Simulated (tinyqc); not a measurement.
Donor binding, ionisation and the Mott limit: one step of the calculation.

Hydrogenic donor: Ry = (m0 q^3/(8 eps0^2 h^2)) me/eps_r^2 in eV, E0 = cc Ry, radius a = q/(8 pi eps0 eps_r E0), Mott density Nm = (0.26/a)^3. Below Nm the level sinks as Ed = E0 [1 - (N/Nm)^(1/3)]. Neutrality: Nc F12(eta) = N/(1 + 2 exp(eta + Ed/kB T)), F12(x) = (2/sqrt(pi)) int_0^infinity sqrt(u)/(1 + exp(u - x)) du.

Problem. Binding energy, radius and Mott density. The mean spacing of the donors is N^(-1/3).

Inputs (values chosen for the exercise); band and dielectric values close to those of silicon:
```
symbol,value,unit,meaning
eps_r,11.6,,relative permittivity
me,0.26,m0,"mass in the hydrogenic formula, set independently of Nc"
cc,1.6,,ratio of the true binding energy to the hydrogenic one
N,1.9e16,cm^-3,donor density
```

Constants: q = 1.602176634e-19 C, eps0 = 8.8541878128e-12 F/m, h = 6.62607015e-34 J s, m0 = 9.1093837015e-31 kg. Results are converted to the units shown.

Wanted: Ry; E0; a; Nm; spacing over a; Ed.

Solution.

Ry = 26.289 meV
E0 = 42.063 meV
a = 1.4756 nm
Nm = 5.4704e18 cm^-3
spacing over a = 25.397
Ed = 35.693 meV

Range of the model: A sharp level with degeneracy 2 overstates freeze-out near Nm, where the impurity band broadens and merges with the conduction band.

Program tinyqc, `OMP_NUM_THREADS=1 python tinyqc.py 2330119 2330120 out.jsonl`; Intel Xeon 2.30GHz, shared host, one thread, about 0.02 s.
